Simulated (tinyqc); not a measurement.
Gated graphene, quantum capacitance: two steps of the calculation.

phi is the Fermi level above the Dirac point, in volts; Vg is counted from the gate voltage of charge neutrality. Ideal linear bands, no charge puddles.

Inputs (values chosen for the exercise); values close to those of graphene:

| symbol | value | unit | meaning |
|---|---|---|---|
| T | 150 | K | temperature |
| eox | 3.9 |  | relative permittivity of the gate insulator (close to silicon dioxide) |
| tox | 9.1 | nm | insulator thickness |
| vF | 1.04e6 | m/s | Fermi velocity |
| Dit | 0 | cm^-2 eV^-1 | density of traps |
| Vg | -0.54 | V | gate voltage |

Constants: q = 1.602176634e-19 C, kB = 1.380649e-23 J/K, hbar = 1.054571817e-34 J s, Vt = kB T/q, eps0 = 8.8541878128e-14 F/cm where lengths are in cm. Results are converted to the units shown.

Task 1. Gate capacitance. Cox = eps0 eox/tox.

Find: Cox.

Result 1.

Cox = 0.37947 uF/cm^2

Task 2. New phi. N0 = (2/pi)(kB T/(hbar vF))^2; n = N0 F1(phi/Vt), p = N0 F1(-phi/Vt), F1(e) = int_0^infinity u du/(1 + exp(u - e)) = -Li2(-exp(e)); Cq = q d(n - p)/dphi = (q N0/Vt) ln[2 (1 + cosh(phi/Vt))]. Newton: f = phi + q (n - p + Dit phi)/Cox - Vg, phi(new) = phi - f/(1 + (Cq + q Dit)/Cox).

phi after iteration 2 = -0.16171314 V
Cox = 0.37946519 uF/cm^2

Wanted: n; p; Cq; f; phi after iteration 3.

Result 2.

n = 83693 cm^-2
p = 1.8137e12 cm^-2
Cq = 3.5200 uF/cm^2
f = -0.38751 V
phi after iteration 3 = -0.12400 V

Computed by the program tinyqc: `OMP_NUM_THREADS=1 python tinyqc.py 2200103 2200104 out.jsonl`, one thread of a shared Intel Xeon 2.30GHz, about 0.01 s for the whole run.
